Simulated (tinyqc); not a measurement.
Off-state leakage of single and stacked transistors: one step of the calculation.

n-channel devices of unit width. Subthreshold current I(Vg, Vs, Vd) = I0 (T/300 K)^0.5 exp[(Vg - Vs - VT(T) - gb (Vs - Vb) + dd (Vd - Vs))/(nf Vt)] (1 - exp(-(Vd - Vs)/Vt)), VT(T) = VT - cT (T - 300 K). Gate-edge tunnelling Ig (Vd/1 V) exp(ag (Vd - 1 V)), for a gate at 0 V, and band-to-band leakage Ab u exp(-Bb/u), u = Vd - Vb + 1 V, flow at a drain held at V; both are taken as independent of T. In a stack of off transistors (all gates at 0 V) the same subthreshold current passes through each.

Problem. Leakage of one transistor. Vg = Vs = 0, Vd = V; effective threshold VT(T) - gb Vb - dd V.

Values chosen for this exercise; values of the order met in bulk silicon logic transistors:
- T = 358 K (temperature)
- V = 1.1 V (supply voltage)
- VT = 0.48 V (threshold at 300 K, zero drain and body bias)
- cT = 0.6 mV/K (fall of the threshold with temperature)
- I0 = 0.15 uA/um (current at threshold at 300 K)
- nf = 1.45 (slope factor)
- dd = 0.08 (drain-induced lowering per volt)
- gb = 0.1 (rise of the threshold per volt of source-body bias)
- Ig = 0.0009 uA/um (gate-edge tunnelling current at 1 V)
- ag = 4.4 1/V (exponential slope of the gate current)
- Ab = 2 uA/(um V) (prefactor of band-to-band leakage at the drain)
- Bb = 27 V (its exponential voltage)
- Vb = -0.3 V (body voltage)

Constants: q = 1.602176634e-19 C, kB = 1.380649e-23 J/K, Vt = kB T/q. Results are converted to the units shown.

Find: effective threshold; parts; total; shares.

Solution.

effective threshold = 0.38720 V
parts (nA/um): subthreshold 0.028528, gate edge 1.5372, band-to-band 0.062435
total = 1.6281 nA/um
shares (%): subthreshold 1.7522, gate edge 94.413, band-to-band 3.8347

The gate edge part is the largest.

Computed by the program tinyqc: `OMP_NUM_THREADS=1 python tinyqc.py 2242131 2242132 out.jsonl`, one thread of a shared Intel Xeon 2.30GHz, about 0.03 s for the whole run.
